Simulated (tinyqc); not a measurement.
Inside a calculation. Model: CMOS inverter, nodal equation and switching.

tinyqc, about 0.03 s, one thread, Intel Xeon 2.30GHz (shared host): `OMP_NUM_THREADS=1 python tinyqc.py 2340061 2340062 out.jsonl` Printed values are rounded.

An n-channel pull-down (bn, VTn) and a p-channel pull-up (bp, VTp) share the input Vin and the output node Vout, which carries the load C. Transistor (EKV form, voltages against the body): I = 2 n b Vt^2 [F(vp - Vs) - F(vp - Vd)] from drain to source, F(v) = ln^2(1 + exp(v/(2 Vt))), vp = (Vg - VT + sg |Vd - Vs|)/n. n-channel bodies are at 0; for the p-channel device all voltages are counted down from Vdd. b in uA/V^2 gives I in uA. Static: In = Ip. Transient: C dVout/dt = Ip - In. No velocity saturation, no gate capacitance beyond C.

Values chosen for this exercise: temperature T = 350 K; supply voltage Vdd = 0.75 V; slope factor n = 1.43; drain-induced barrier lowering sg = 0.083; n-channel threshold VTn = 0.33 V; p-channel threshold (magnitude) VTp = 0.36 V; gain factor of the pull-down transistor bn = 260 uA/V^2; gain factor of the pull-up transistor bp = 520 uA/V^2; load capacitance C = 0.32 fF; input voltage Vin = 0.31 V; time step dt = 2 ps.

Constants: q = 1.602176634e-19 C, kB = 1.380649e-23 J/K, Vt = kB T/q. Results are converted to the units shown.

## Iteration 1: output voltage by Newton steps

Vout at the start = 0.38 V

f = In - Ip at (Vin, Vout); G = df/dVout by a central difference with +/- 1e-6 V; Vout(new) = Vout - f/G, the step limited to +/- 0.1 V.

In = 0.3930430 uA
Ip = 3.158658 uA
G = 3.64698 uS
Vout after iteration 1 = 0.48 V

## Iteration 2: output voltage by Newton steps

As before.

In = 0.4490212 uA
Ip = 2.856249 uA
G = 3.54620 uS
Vout after iteration 2 = 0.58 V

## Course of the iteration: output voltage by Newton steps

Stop when Vout changes by less than 1e-9 V, or after 30 iterations.

Course of the iteration:
```
iteration   Vout (V)  |change| (V)
1               0.48         0.100
2               0.58         0.100
3               0.68         0.100
4          0.7613579        0.0814
5          0.7379239        0.0234
6          0.7331087       4.82e-3
7          0.7329490       1.60e-4
8          0.7329488       1.71e-7
9          0.7329488      1.97e-13
```

Converged in 9 iterations. At the end the number of correct digits about doubles with each step. On the way 1 iterate(s) lie more than 5 mV outside the rails, the first at 0.761 V, before the steps return.

## Transfer curve

Vin, point 0 to 10 (V): [0, 0.075, 0.15, 0.225, 0.3, 0.375, 0.45, 0.525, 0.6, 0.675, 0.75]

For each Vin solve In = Ip; gain = dVout/dVin.

```
point   Vout (V)  supply current (uA)     gain
0      0.7499935            0.0013031    0.000
1      0.7499565            0.0069945   -0.001
2      0.7497085             0.034969   -0.007
3      0.7480804              0.15265   -0.048
4      0.7370151              0.53589   -0.348
5      0.4920139               1.1603  -11.962
6      0.0257217              0.65124   -0.729
7      0.0036399              0.17222   -0.092
8      0.0005458             0.037159   -0.014
9      0.0000812            0.0071840   -0.002
10     0.0000121            0.0013166    0.000
```

The switching point Vin = Vout lies at 0.3840 V, with a gain of -12.0. The current peaks at 1.16 uA among the points, against 0.0013 and 0.0013 uA of leakage at the ends.

## Switching point and noise margins

VM solves In = Ip with Vin = Vout. VIL and VIH are the inputs at which the gain is -1; NML = VIL - Vout(VIH), NMH = Vout(VIL) - VIH.

VM = 0.38398 V
gain at VM = -12.044
VIL = 0.33078 V
VIH = 0.44109 V
NML = 0.29744 V
NMH = 0.27747 V

VM lies 9.0 mV above Vdd/2, and the low margin is the larger one. With both transistors saturated the size of the gain tends to 1/sg = 12.0; here it is 0.038 % below that.

## Step 1: one time step of the falling output

Vout at t = 0 = 0.75 V

The input steps to Vdd at t = 0; I = In - Ip. Implicit Euler: V(new) = V - (dt/C) I(V(new)), solved for V(new); 1 ps uA/fF = 1 mV.

I(V) = 21.17046 uA
I(V(new)) = 20.26143 uA
Vout after step 1 = 0.6233660 V

## Step 2: one time step of the falling output

As before.

I(V) = 20.26143 uA
I(V(new)) = 19.40844 uA
Vout after step 2 = 0.5020633 V

## Delays and energy

For a step input the delay to Vdd/2 is tHL = C times the integral of dV/(In - Ip) from Vdd/2 to Vdd at Vin = Vdd, and tLH likewise with Ip - In from 0 to Vdd/2 at Vin = 0. Energy drawn for one full cycle of the output: C Vdd^2. Leakage power: Vdd times the mean of the supply currents at Vin = 0 and Vdd.

tHL = 6.059645 ps
tLH = 3.457479 ps
energy = 0.18 fJ
leakage power = 0.9824048 nW

Time steps as above cross Vdd/2 at 6.21 ps by linear interpolation, 2.4 % above tHL. tLH/tHL = 0.571, with bn/bp = 0.500.
